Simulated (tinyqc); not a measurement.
# Depletion-mode phase shifter in a rib waveguide and its Mach-Zehnder modulator, step by step

Program tinyqc, `OMP_NUM_THREADS=1 python tinyqc.py 2650117 2650118 out.jsonl`; Intel Xeon 2.30GHz, shared host, one thread, about 0.01 s. Printed values are rounded.

A lateral p-n junction at x0 in a waveguide whose mode intensity is a Gaussian of rms width s about x = 0; p side at smaller x. Reverse bias removes carriers and raises the index. Abrupt junction, doping uniform over the whole mode, lumped electrode (no travelling-wave effects).

Inputs (values chosen for the exercise); values close to those of silicon near 1550 nm:
- lam = 1550 nm (wavelength)
- eps_r = 11.7 (relative permittivity of the semiconductor)
- Na = 4.8e17 cm^-3 (acceptor density)
- Nd = 6.2e17 cm^-3 (donor density)
- Vb = 0.98 V (built-in voltage)
- s = 130 nm (rms width of the lateral mode intensity)
- x0 = 0 nm (junction offset towards the n side)
- G = 0.94 (vertical confinement times ng/n)
- hr = 150 nm (rib height)
- Cf = 47 pF/m (fringe capacitance)
- Rs = 13.9 ohm mm (series resistance)
- L = 1.5 mm (length of the phase shifter)
- V = 1 V (reverse bias)
- a0 = 1.7 dB/cm (passive loss)

Constants: q = 1.602176634e-19 C, eps0 = 8.8541878128e-14 F/cm where lengths are in cm. Results are converted to the units shown.

## Index and absorption of the doped regions

Free-carrier changes (empirical, N and P in cm^-3): |dn| = 8.5e-18 P^0.8 for holes, 8.8e-22 N for electrons; absorption 6e-18 P and 8.5e-18 N in 1/cm.

dn_h = 0.001186894
dn_e = 0.0005456
a_h = 2.88 1/cm
a_e = 5.27 1/cm

Index change per unit absorption: holes 4.12 um, electrons 1.04 um, a ratio of 3.98.

## Depletion edges and mode overlap

W = sqrt(2 eps0 eps_r (Vb + V)(1/Na + 1/Nd)/q); edges xp = x0 - W Nd/(Na + Nd), xn = x0 + W Na/(Na + Nd); F(x) = [1 + erf(x/(sqrt(2) s))]/2.

W at 0 and at V (nm): 68.44158  97.28359

```
edge	edge (nm)	F
xp(0)	-38.57616	0.3833326
xn(0)	29.86542	0.5908508
xp(V)	-54.83257	0.3365895
xn(V)	42.45102	0.6279945
```

## Index shift, efficiency, loss and bandwidth

dneff = G {dn_h [F(xp(0)) - F(xp(V))] + dn_e [F(xn(V)) - F(xn(0))]}; VpiL = lam V/(2 dneff); loss = a0 + 4.343 G {a_h F(xp) + a_e [1 - F(xn)]} dB/cm at V; C = eps0 eps_r hr/W + Cf; fRC = 1/(2 pi Rs C).

dneff = 7.120002e-5
VpiL = 1.088483 V cm
loss = 13.66087 dB/cm
C = 206.7299 pF/m
fRC = 55.38625 GHz

The product VpiL x loss is 14.9 V dB.

## Mach-Zehnder modulator

One arm driven from 0 to V: phase 2 pi dneff L/lam; biased at quadrature the output swings between [1 -+ sin(phase/2)]/2; extinction ratio in dB; insertion loss = loss x L.

phase = 0.1378065 pi
extinction ratio = 1.895057 dB
insertion loss = 2.049130 dB
